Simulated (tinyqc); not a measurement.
# Inputs raised by 2 %, one at a time

Model: out-diffusion of a doped substrate or buried layer into a growing epitaxial film. Computed by tinyqc, a small Python program. Command: `OMP_NUM_THREADS=1 python tinyqc.py 3030740 3030741 out.jsonl buried sens`. One thread of a shared host (Intel(R) Xeon(R) Processor @ 2.30GHz), about 0.01 s of CPU time with the checks.

x is counted from the original substrate surface into the film, whose surface moves as x = v t. Substrate dopant has one diffusivity; the dopant of the film is taken as uniform.

Inputs (values chosen for the exercise, modelled on arsenic in silicon): prefactor D0 = 9.7 cm^2/s; activation energy E = 4.01 eV; substrate concentration C_s = 3.7e+19 1/cm^3; film doping C_e = 3.4e+16 1/cm^3; growth rate v = 0.057 um/min; film thickness d = 3.8 um; growth temperature T = 1200 C; autodoping level at the start, as a share of C_s = 0.0002; decay length of autodoping = 0.32 um; later thermal budget (Dt)2 = 1.8e-11 cm^2.

Film doping: same type as the substrate.

Constants: k_B = 8.617333262e-05 eV/K.

Method:
- D = D0 exp(-E/(k_B T)); growth time t = d/v; l = 2 sqrt(D t); growth number G = v t/l = d/l; 1 um = 1e-4 cm.
- Temperatures in kelvin are T(C) + 273.15.
- After growth and the later budget: l2 = 2 sqrt(D t + (Dt)2); C(x) = (C_s/2) erfc(x/l2) + share x C_s exp(-x/decay length) for x > 0 (autodoping taken as unchanged by the later budget). The transition x_t solves C(x) = C_e, where the total doping is twice the intended value.
- Usable film = d - x_t. Also give x_t for the erfc term alone, after growth and after the later budget.

Runs; columns: (1) input moved; (2) from; (3) to; (4) x_t after growth, erfc alone (um); (5) x_t after the later budget, erfc alone (um); (6) usable film (um); (7) growth number G:
```
(1)                                       (2)        (3)    (4)    (5)    (6)    (7)
base run                                    -          -  1.200  1.214  2.585  6.976
prefactor D0 (cm^2/s)                     9.7      9.894  1.212  1.226  2.573  6.908
activation energy E (eV)                 4.01     4.0902  0.875  0.895  2.904  9.568
substrate concentration C_s (1/cm^3)  3.7e+19  3.774e+19  1.202  1.217  2.583  6.976
film doping C_e (1/cm^3)              3.4e+16  3.468e+16  1.198  1.212  2.587  6.976
film thickness d (um)                     3.8      3.876  1.212  1.226  2.649  7.046
later thermal budget (Dt)2 (cm^2)     1.8e-11  1.836e-11  1.200  1.215  2.585  6.976
decay length of autodoping (um)          0.32     0.3264  1.200  1.214  2.585  6.976
```

Exponents ln(y'/y) / ln(x'/x):
```
input                        x_t after growth, erfc alone  x_t after the later budget, erfc alone  usable film  growth number G
prefactor D0                                        0.500                                   0.488       -0.231           -0.500
activation energy E                               -15.952                                 -15.430        5.879           15.952
substrate concentration C_s                         0.095                                   0.095       -0.045            0.000
film doping C_e                                    -0.095                                  -0.095        0.045            0.000
film thickness d                                    0.500                                   0.488        1.239            0.500
later thermal budget (Dt)2                          0.000                                   0.012       -0.006            0.000
decay length of autodoping                          0.000                                   0.000       -0.001            0.000
```

Among the inputs moved here: x_t after growth, erfc alone answers most in size to activation energy E (exponent -15.952), next to prefactor D0 (+0.500); its exponent is below 0.0005 for later thermal budget (Dt)2, decay length of autodoping. Its exponent +0.500 in film thickness d: a thicker film takes longer. x_t after the later budget, erfc alone answers most in size to activation energy E (exponent -15.430), next to prefactor D0 (+0.488); its exponent is below 0.0005 for decay length of autodoping. Its exponent +0.012 in later thermal budget (Dt)2: the growth dominates. Usable film answers most in size to activation energy E (exponent +5.879), next to film thickness d (+1.239). Growth number G answers most in size to activation energy E (exponent +15.952), next to prefactor D0 (-0.500); its exponent is below 0.0005 for substrate concentration C_s, film doping C_e, later thermal budget (Dt)2, decay length of autodoping.

Caution (all rows): the substrate doping is comparable to or above the intrinsic density at growth temperature, so the diffusivity may be higher on that side.
